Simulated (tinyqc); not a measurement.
Potential-pH (Pourbaix) lines of a metal, its cation, its oxide and an oxyanion, with a complexing ligand. Changing the total ligand c_L. Computed by tinyqc, a small Python program. Command: `OMP_NUM_THREADS=1 python tinyqc.py 3023225 3023226 out.jsonl pourb sweep`. One thread of a shared host (Intel(R) Xeon(R) Processor @ 2.30GHz), about 0.01 s of CPU time with the checks.

Potentials are against the standard hydrogen electrode; solids and water have unit activity; dG_f of M, H+ and the electron is zero; F = e N_A and s = R T ln(10)/F. The cation carries z = 2.

Inputs (values chosen for the exercise, modelled on nickel):

| quantity | value | unit |
|---|---|---|
| dG_f of the cation | -45.85 | kJ/mol |
| dG_f of the oxide | -210.58 | kJ/mol |
| dG_f of the oxyanion | -268.91 | kJ/mol |
| dG_f of water | -237.14 | kJ/mol |
| temperature T | 298.15 | K |
| log10 of the dissolved activity a | -5 | - |
| pH | 4.6 | - |
| potential E | 0.72 | V |
| log10 of the stability constant beta of ML | 5.5 | - |
| pKa of HL | 7.5 | - |
| limiting current density i_L | 0.00011 | A/cm^2 |
| molar volume V_m | 6.59 | cm^3/mol |

Species: M, M2+, MO, MO2(2-).

exchange current densities, metal and cathodic (A/cm^2): 3.4e-05  1.6e-12

Tafel slopes, anodic and cathodic (mV/decade): 80  110

Constants: R = 8.314462618 J/(mol K); e = 1.602176634e-19 C; N_A = 6.02214076e+23 1/mol.

Method:
- M2+ + 2e = M; MO + 2H+ + 2e = M + H2O; MO2(2-) + 4H+ + 2e = M + 2H2O. For each, E0 = -dG/(z F), and E = E0 + (s/z) log10 a - (s n_H/z) pH, with no activity term for the oxide.
- The metal is stable below the lowest of the three lines; above it, the species of the lowest line is stable. Water lines at 1 bar: hydrogen E = -s pH, oxygen E = -dG_f(water)/(2F) - s pH.
- The free ligand is c_L/(1 + 10^(pKa - pH)) (ligand in excess); dissolved metal is a in all, so the free cation is a/alpha, alpha = 1 + beta [L]; the cation line drops by (s/z) log10 alpha.
- Anodic i = i0a 10^((E - E_a)/b_a) with E_a the cation line with ligand; cathodic i = i0c 10^((E_c - E)/b_c) with E_c the oxygen line; supply caps the cathodic current, 1/i_c = 1/i(Tafel) + 1/i_L. E_corr makes the two currents equal. Without the cap it would be [b_c E_a + b_a E_c + b_a b_c log10(i0c/i0a)]/(b_a + b_c). Rate = i V_m/(z F). Films are left out.

One run for each value:

| total ligand c_L (mol/L) | log10 alpha | cation line with ligand (V) | etch rate (nm/min) | that line less the oxide line (V) |
|---|---|---|---|---|
| 1.00e-05 | 1.7234e-03 | -0.38555 | 2.2537 | -0.25105 |
| 4.00e-05 | 6.8528e-03 | -0.38570 | 2.2537 | -0.25121 |
| 2.00e-04 | 3.3231e-02 | -0.38648 | 2.2537 | -0.25199 |
| 7.00e-04 | 1.0664e-01 | -0.38865 | 2.2537 | -0.25416 |
| 3.00e-03 | 3.4100e-01 | -0.39559 | 2.2537 | -0.26109 |
| 1.00e-02 | 6.9689e-01 | -0.40611 | 2.2538 | -0.27162 |
| 6.00e-02 | 1.3954e+00 | -0.42678 | 2.2538 | -0.29228 |
| 2.00e-01 | 1.9059e+00 | -0.44188 | 2.2538 | -0.30738 |
| 1.00e+00 | 2.6005e+00 | -0.46242 | 2.2539 | -0.32793 |

Describe and explain the trends.

Over the rows, log10 alpha rises from 0.00172 to 2.60; cation line with ligand (V) falls from -0.386 to -0.462; etch rate (nm/min) rises from 2.25369 to 2.25387. Once beta [L] exceeds 1, each decade of ligand lowers the cation line by s/z; the etch rate changes by less than 20 % over the rows.

Caution (all rows): other oxidation states, hydroxides and hydrides are left out, and the lines say nothing of rates. Caution (rows 1.00e-5, 4.00e-5): the ligand is not in tenfold excess over the metal, as assumed. Caution (all rows): E_corr lies below the hydrogen line, so hydrogen evolution, left out here, adds cathodic current.
